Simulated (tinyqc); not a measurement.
# p-n diode with diffusion and depletion-layer recombination: what changes with what

Abrupt junction in the depletion approximation, low injection, full ionisation, neutral widths fixed, ohmic contact on the p side. Vj is the junction voltage; where a series resistance Rs is given, V = Vj + J Rs is the terminal voltage.

Values chosen for this exercise; band and dielectric values close to those of germanium:
- T = 273 K (temperature)
- Eg = 0.665 eV (band gap)
- eps_r = 16.2 (relative permittivity)
- Nc = 9.11e18 cm^-3 (conduction-band density of states at T)
- Nv = 5.23e18 cm^-3 (valence-band density of states at T)
- Na = 2.5e18 cm^-3 (acceptor density)
- Nd = 1.1e16 cm^-3 (donor density)
- mun = 630 cm^2/(V s) (electron mobility in the p side)
- mup = 1800 cm^2/(V s) (hole mobility in the n side)
- tn = 2e-8 s (electron lifetime)
- tp = 1e-6 s (hole lifetime)
- wp = 9.4 um (neutral width of the p side)
- wn = 14 um (neutral width of the n side)
- Sp = 1e7 cm/s (recombination velocity at the n contact)
- Rs = 0.00074 ohm cm^2 (series resistance)
- Et = 0 eV (trap level above the intrinsic level)
- Vj = 0.27 V (junction voltage at which recombination is evaluated)

Constants: q = 1.602176634e-19 C, kB = 1.380649e-23 J/K, Vt = kB T/q, eps0 = 8.8541878128e-14 F/cm where lengths are in cm. Results are converted to the units shown.

Each table varies one quantity; the others keep the values above.

## Currents and ideality against junction voltage

ni = sqrt(Nc Nv) exp(-Eg/(2 Vt)), Eg in volts; D = mu Vt; Ln = sqrt(Dn tn), Lp = sqrt(Dp tp); J0n = q ni^2 Dn coth(wp/Ln)/(Ln Na); J0p = (q ni^2 Dp/(Lp Nd)) (s + tanh(wn/Lp))/(1 + s tanh(wn/Lp)), s = Sp Lp/Dp. J_diff = (J0n + J0p)(exp(Vj/Vt) - 1). Vbi = Vt ln(Na Nd/ni^2), W = sqrt(2 eps0 eps_r (Vbi - Vj)(1/Na + 1/Nd)/q), xp = W Nd/(Na + Nd), xn = W Na/(Na + Nd); u(x) = q Na (x + xp)^2/(2 eps0 eps_r) for x < 0 and Vbi - Vj - q Nd (xn - x)^2/(2 eps0 eps_r) for x > 0; p = Na exp(-u/Vt), n = Nd exp((u - Vbi + Vj)/Vt); U = ni^2 (exp(Vj/Vt) - 1)/(tp (n + ni exp(Et/Vt)) + tn (p + ni exp(-Et/Vt))); J_scr = q times the integral of U from -xp to xn. J = J_diff + J_scr. Ideality = (1/Vt) dVj/d ln J or (1/Vt) dV/d ln J; last column ni^2 exp(Vj/Vt)/N^2.

Currents and ideality against junction voltage:

| Vj (V) | J_diff (A/cm^2) | J_scr (A/cm^2) | J (A/cm^2) | V (V) | ideality against Vj | ideality against V | minority/doping, lighter side |
|---|---|---|---|---|---|---|---|
| 0.12 | 0.001843 | 1.156e-4 | 0.001958 | 0.1200 | 1.017 | 1.017 | 3.421e-5 |
| 0.15 | 0.006625 | 2.482e-4 | 0.006873 | 0.1500 | 1.013 | 1.014 | 1.225e-4 |
| 0.17 | 0.01552 | 4.066e-4 | 0.01592 | 0.1700 | 1.010 | 1.011 | 2.865e-4 |
| 0.2 | 0.05557 | 8.427e-4 | 0.05641 | 0.2000 | 1.006 | 1.008 | 0.001026 |
| 0.22 | 0.1301 | 0.001367 | 0.1314 | 0.2201 | 1.004 | 1.009 | 0.002400 |
| 0.25 | 0.4656 | 0.002828 | 0.4684 | 0.2503 | 1.003 | 1.017 | 0.008591 |
| 0.27 | 1.089 | 0.004609 | 1.094 | 0.2708 | 1.002 | 1.036 | 0.02010 |
| 0.3 | 3.900 | 0.009668 | 3.909 | 0.3029 | 1.001 | 1.124 | 0.07196 |
| 0.32 | 9.125 | 0.01593 | 9.141 | 0.3268 | 1.001 | 1.288 | 0.1684 |

Read the table: what changes, and by how much?

The ideality against Vj falls from 1.02 to 1.00. Diffusion is the larger current in every row. J_scr alone has an ideality of 1.67 between the first two rows and 1.70 between the last two. From Vj = 0.3 V the series resistance raises the terminal ideality by over a tenth; there J Rs = 0.12 Vt. Rows from Vj = 0.32 V on lie beyond low injection.

## Effect of the neutral width of the n side

Same model as above.

J = J_diff + J_scr.

The same in every row: J0n (A/cm^2) = 4.686e-8; J_scr (A/cm^2) = 0.004609.

Results:

| wn (um) | J0p (A/cm^2) | J_diff (A/cm^2) | J_scr/J (%) | wn/Lp |
|---|---|---|---|---|
| 0.2 | 6.417e-4 | 61.91 | 0.007445 | 0.003073 |
| 0.6 | 2.421e-4 | 23.36 | 0.01973 | 0.009220 |
| 6 | 2.581e-5 | 2.494 | 0.1844 | 0.09220 |
| 20 | 8.003e-6 | 0.7766 | 0.5900 | 0.3073 |
| 50 | 3.697e-6 | 0.3612 | 1.260 | 0.7684 |
| 200 | 2.400e-6 | 0.2361 | 1.915 | 3.073 |
| 500 | 2.390e-6 | 0.2351 | 1.923 | 7.684 |

Estimate the missing row, wn = 2 um.

Computed row:

| wn (um) | J0p (A/cm^2) | J_diff (A/cm^2) | J_scr/J (%) | wn/Lp |
|---|---|---|---|---|
| 2 | 7.617e-5 | 7.352 | 0.06265 | 0.03073 |

With this row back in the table: As wn goes from 0.2 to 500, J0p falls from 6.42e-4 to 2.39e-6 A/cm^2, J_scr stays at 0.00461 A/cm^2 and its share rises from 0.00744 to 1.92 %. J0p goes as wn^(-0.89) between the first two rows and wn^(0.00) between the last two; Lp = 65.1 um divides the short base from the long one.

tinyqc, about 0.01 s, one thread, Intel Xeon 2.30GHz (shared host): `OMP_NUM_THREADS=1 python tinyqc.py 2260005 2260006 out.jsonl`
